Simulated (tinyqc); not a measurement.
Holstein polaron on two sites: one step, computed by the program tinyqc. Command: `OMP_NUM_THREADS=1 python tinyqc.py 3022995 3022996 out.jsonl holstein walk`. One thread of a shared host (Intel(R) Xeon(R) Processor @ 2.30GHz), about 0.01 s of CPU time with the checks.

One electron on sites 1 and 2: H = -t (c1+ c2 + c2+ c1) + hbar omega sum_i b_i+ b_i - g hbar omega sum_i n_i (b_i + b_i+). The symmetric phonon shifts the energy by -g^2 hbar omega/2 and drops out; with b = (b_1 - b_2)/sqrt(2) there remains H = -t sigma_x + hbar omega b+ b - (g hbar omega/sqrt(2)) sigma_z (b + b+). Parity splits it into blocks p = +1 and -1 over phonon numbers n. Zero-point energies are left out. Weights Z refer to mode b alone; the displaced symmetric mode multiplies the full zero-phonon weight by exp(-g^2/2).

Question. Hopping rate at temperature T. Nonadiabatic high-temperature (Marcus-Holstein) rate with reorganisation energy Lambda = 2 E_p, where E_p = g^2 hbar omega is the polaron binding energy: k = (t^2/hbar) sqrt(pi/(Lambda k_B T)) exp(-Lambda/(4 k_B T)); the adiabatic barrier is Lambda/4 - t + t^2/Lambda for E_p > t.

Inputs (values chosen for the exercise, for a model dimer): hopping t = 25 meV; phonon energy hbar omega = 78.2 meV; temperature T = 100 K.

E_p = 344.862 meV

Constants: hbar = 6.582119569e-16 eV s; k_B = 8.617333262e-05 eV/K.

Give: diabatic barrier Lambda/4; rate k; adiabatic barrier.

Answer.

diabatic barrier Lambda/4 = 172.431 meV

rate k = 44558 1/s

adiabatic barrier = 148.3 meV

Caution: k_B T lies below hbar omega/2, so nuclear tunnelling, left out of this classical rate, makes the true rate larger.
